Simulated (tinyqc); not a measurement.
One-sided p+-n junction, ionisation integral and breakdown: one step of the calculation.

A p+ layer at x < 0 and an n drift layer from x = 0. Depletion approximation, built-in voltage neglected. Local ionisation coefficients alpha_n = an exp(-(bn/E)^mx), alpha_p = ap exp(-(bp/E)^mx). Electrons move towards +x, holes towards x = 0.

Task. Field and ionisation coefficients on a grid. W = sqrt(2 eps0 eps_r V/(q N)), peak field E0 = q N W/(eps0 eps_r), falling linearly to 0 at W. Grid: 13 equal steps from 0 to fr W.

Inputs (values chosen for the exercise); material values close to those of silicon: relative permittivity eps_r = 11.9; prefactor of the electron ionisation coefficient an = 7.11e5 1/cm; field constant for electrons bn = 1.3e6 V/cm; prefactor of the hole ionisation coefficient ap = 1.56e6 1/cm; field constant for holes bp = 1.96e6 V/cm; exponent mx = 1; donor density of the drift layer N = 7.2e14 cm^-3; reverse voltage V = 241 V; share of the depleted width that the grid covers fr = 0.6.

Constants: q = 1.602176634e-19 C, eps0 = 8.8541878128e-14 F/cm where lengths are in cm. Results are converted to the units shown.

Give: W; x; E; alpha_n; alpha_p.

Result.

W = 20.982 um

```
point  x (um)  E (kV/cm)  alpha_n (1/cm)  alpha_p (1/cm)
0       0.000     229.72          2478.3          307.37
1       0.968     219.12          1884.7          203.40
2       1.937     208.51          1393.9          129.07
3       2.905     197.91          998.09          78.007
4       3.874     187.31          688.17          44.533
5       4.842     176.71          453.78          23.769
6       5.810     166.10          283.73          11.710
7       6.779     155.50          166.40          5.2376
8       7.747     144.90          90.261          2.0826
9       8.716     134.30          44.452         0.71585
10      9.684     123.69          19.389         0.20490
11     10.652     113.09          7.2385        0.046386
12     11.621     102.49          2.2040       0.0077226
13     12.589     91.888         0.51003       8.5006e-4
```

Numbers from tinyqc (`OMP_NUM_THREADS=1 python tinyqc.py 2120070 2120071 out.jsonl`; about 0.05 s on one thread of a shared Intel Xeon 2.30GHz).
